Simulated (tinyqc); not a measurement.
Stoner model of a band magnet at zero temperature: one step, computed by the program tinyqc. Command: `OMP_NUM_THREADS=1 python tinyqc.py 3005916 3005917 out.jsonl stoner walk`. One thread of a shared host (Intel(R) Xeon(R) Processor @ 2.30GHz), about 0.01 s of CPU time with the checks.

Five orbitals per spin share one band; u = (E - E_bottom)/W runs from 0 to 1, and the states per spin, atom and energy are g = 5 d(u)/W with d = (8/pi) sqrt(u (1 - u)). N(u) is the integral of d from 0. The moment m = n_up - n_down (electrons per atom) moves the fillings to n +/- m/10; the energy is E(m) = E_band(m) - I m^2/4.

Task: Energy, splitting and spin polarisation. For a moment m the Fermi levels of the two spins lie W [u(n + m/10) - u(n - m/10)] =: Delta apart; gbar = m/Delta is the mean density of states between them. A solution has I gbar = 1, is stable where gbar falls with m, or sits at saturation m_max = 10 min(n, 1 - n) if I gbar > 1 there. E_band(m) = 5 W [e(n + m/10) + e(n - m/10) - 2 e(n)], e = integral of u d(u) up to the Fermi level. Exchange splitting = I m; P = (g_up - g_down)/(g_up + g_down) at the Fermi level, with d = 0 for a full or empty band. The Stoner temperature scale is I m/(4 k_B).

Inputs (values chosen for the exercise, for a model d band): band width W = 3.5 eV; filling n per spin orbital = 0.19; Stoner parameter I = 0.863 eV.

Density of states: semi-elliptic.

moment m = 1.9 mu_B

Constants: k_B = 8.617333262e-05 eV/K.

Give: E(m) - E(0); exchange splitting; spin polarisation P; Stoner temperature scale.

Result:

E(m) - E(0) = -172.96 meV

exchange splitting = 1.6397 eV

spin polarisation P = 1

Stoner temperature scale = 4757.0 K

Majority electrons dominate at the Fermi level. Real Curie points lie far below such a temperature, since the moments disorder in direction long before they vanish.
